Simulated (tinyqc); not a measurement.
# Graded p-n junction, non-linear Poisson equation by Newton steps: what changes with what

One dimension, p side on the left, n side on the right; net doping C = (Nd - Na)/2 + ((Nd + Na)/2) tanh(x/Lg). The potential psi is counted from the intrinsic level, and the quasi-Fermi potentials are flat: 0 for holes and -V for electrons, so n = ni exp((psi + V)/Vt) and p = ni exp(-psi/Vt) (Boltzmann statistics, full ionisation, no current). Under reverse bias this makes the minority densities vanishingly small everywhere; they play no part in the charge.

Values chosen for this exercise; band and dielectric values close to those of indium phosphide:

| symbol | value | unit | meaning |
|---|---|---|---|
| T | 350 | K | temperature |
| Eg | 1.34 | eV | band gap |
| eps_r | 12.7 |  | relative permittivity |
| Nc | 7.25e17 | cm^-3 | conduction-band density of states at T |
| Nv | 1.39e19 | cm^-3 | valence-band density of states at T |
| Na | 9.1e15 | cm^-3 | acceptor density of the p side |
| Nd | 2.5e16 | cm^-3 | donor density of the n side |
| V | -1.2 | V | bias of the p side against the n side |
| Lg | 360 | nm | grading length |

Constants: q = 1.602176634e-19 C, kB = 1.380649e-23 J/K, Vt = kB T/q, eps0 = 8.8541878128e-14 F/cm where lengths are in cm. Results are converted to the units shown.

Each table varies one quantity; the others keep the values above.

## Capacitance and field against bias

The Poisson equation d/dx(eps0 eps_r dpsi/dx) = -q (p - n + C) is solved on a mesh of more than 1000 nodes that ends in neutral material (psi_p = -Vt ln(Na/ni), psi_n = Vt ln(Nd/ni) - V). C_j = q d/dV of the integral of p over x, from the linearised equation. ni = sqrt(Nc Nv) exp(-Eg/(2 Vt)), Eg in volts. Depletion approximation: Vbi = Vt ln(Na Nd/ni^2), W = sqrt(2 eps0 eps_r (Vbi - V)(1/Na + 1/Nd)/q), xp = W Nd/(Na + Nd), xn = W Na/(Na + Nd), peak field 2 (Vbi - V)/W, capacitance eps0 eps_r/W. The last column applies it to an abrupt Na-Nd junction.

Results:
```
V (V)  peak |E| (kV/cm)  C_j (nF/cm^2)  1/C_j^2 (cm^4/uF^2)  eps0 eps_r/C_j (nm)  abrupt depletion C (nF/cm^2)
0.15              20.35          19.59                 2607                574.1                         26.32
-0.31             27.63          16.36                 3735                687.2                         21.28
-0.77             33.92          14.49                 4763                776.1                         18.34
-1.23             39.57          13.20                 5735                851.6                         16.35
-2.16             49.72          11.47                 7598                980.1                         13.75
-2.62             54.28          10.86                 8486                 1036                         12.85
-3.08             58.61          10.34                 9358                 1088                         12.11
-3.54             62.74          9.893              1.022e4                 1137                         11.48
-4                66.71          9.505              1.107e4                 1183                         10.94
```

Estimate the missing row, V = -1.69 V.

Computed row:
```
V (V)  peak |E| (kV/cm)  C_j (nF/cm^2)  1/C_j^2 (cm^4/uF^2)  eps0 eps_r/C_j (nm)  abrupt depletion C (nF/cm^2)
-1.69             44.76          12.24                 6670                918.4                         14.90
```

With this row back in the table: With V going from 0.15 to -4 V, C_j falls from 19.6 to 9.51 nF/cm^2 and the peak field rises from 20.4 to 66.7 kV/cm. The slope of 1/C_j^2, read as N = 2/(q eps0 eps_r |slope|), gives 4.53e15 cm^-3 between the first two rows and 6.01e15 cm^-3 between the last two, against Na Nd/(Na + Nd) = 6.67e15 cm^-3; it is not a straight line, so no single doping describes it. At the end C_j goes as (Vbi - V)^(-0.42) with Vbi = 1.02 V, and it is 13 % below the abrupt depletion formula (at the first row 26 % below it).

## Effect of the grading length

Same model as above.

The abrupt values quoted are those of these depletion formulas.

Result of one run:
```
Lg (nm)  peak |E| (kV/cm)  C_j (nF/cm^2)  eps0 eps_r/C_j (nm)
130                  50.4           15.7                  717
```

What becomes of these results when the grading length Lg is changed from 130 to 180 nm, all else the same?

Result of the changed run:
```
Lg (nm)  peak |E| (kV/cm)  C_j (nF/cm^2)  eps0 eps_r/C_j (nm)
180                  47.0           15.1                  745
```

The whole series:
```
Lg (nm)  peak |E| (kV/cm)  C_j (nF/cm^2)  eps0 eps_r/C_j (nm)
45                   58.3           16.5                  680
64                   56.2           16.4                  686
90                   53.7           16.1                  697
130                  50.4           15.7                  717
180                  47.0           15.1                  745
250                  43.4           14.3                  785
360                  39.2           13.3                  847
```

As Lg grows from 45 to 360 nm, the peak field falls from 58.3 to 39.2 kV/cm and C_j falls from 16.5 to 13.3 nF/cm^2. The abrupt depletion formulas give 64.9 kV/cm and W = 683 nm; the first row's field is 10 % below that and the last row's 40 % below it. The same voltage drops over a longer distance, so the field falls.

Numbers from tinyqc (`OMP_NUM_THREADS=1 python tinyqc.py 2000114 2000115 out.jsonl`; about 0.05 s on one thread of a shared Intel Xeon 2.30GHz).
